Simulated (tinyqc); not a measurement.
Global model of a low-pressure process discharge: electron temperature, density, ion flux and ion energy: one step, computed by the program tinyqc. Command: `OMP_NUM_THREADS=1 python tinyqc.py 3114283 3114284 out.jsonl plasma walk`. One thread of a shared host (Intel(R) Xeon(R) Processor @ 2.30GHz), about 0.01 s of CPU time with the checks.

Maxwellian electrons with temperature T_e in eV, one positive ion, no negative ions, uniform bulk density n; rate constants have the Arrhenius form.

Question. Energy per pair and density. E_c = E_iz + (X0 exp(-E_ex/T_e) E_ex + K_el (3 m_0/M) T_e)/K_iz; wall potential V_s = (T_e/2) ln(M/(2 pi m_0)); E_T = E_c + 2 T_e + T_e/2 + V_s; n = P/(e u_B A_eff E_T); ion current density J = e h_L n u_B; ionised share n/n_g.

Inputs (values chosen for the exercise, of the order of those of an inductive discharge in a simple atomic gas):
```
quantity,value,unit
ion mass M,40,u
ionisation energy E_iz,15.3,eV
excitation prefactor X0,2.6e-14,m^3/s
excitation energy E_ex,11.2,eV
elastic rate constant K_el,1.9e-13,m^3/s
gas temperature T_g,300,K
radius R,18,cm
height L,12,cm
absorbed power P,890,W
```

T_e = 1.838173 eV

K_iz = 1.262294e-17 m^3/s

Bohm velocity u_B = 2105.687 m/s

A_eff = 424.2770 cm^2

h_L = 0.1523712

gas density n_g = 5.794376e+20 1/m^3

Constants: m_0 = 9.1093837015e-31 kg; u = 1.6605390666e-27 kg; e = 1.602176634e-19 C.

Give: collisional loss per pair E_c; wall potential V_s; E_T; plasma density n; ion current density J; ionised share.

Answer.

collisional loss per pair E_c = 68.542 eV

wall potential V_s = 8.6019 V

E_T = 81.740 eV

plasma density n = 7.6068e+11 1/cm^3

ion current density J = 3.9103 mA/cm^2

ionised share = 0.0013128

Collisions take 84 % of the power and the walls the rest. T_e came from the particle balance alone; the power sets only n. Caution: at so short an ion path the formulas for h_L and h_R give way to the ambipolar-diffusion limit.
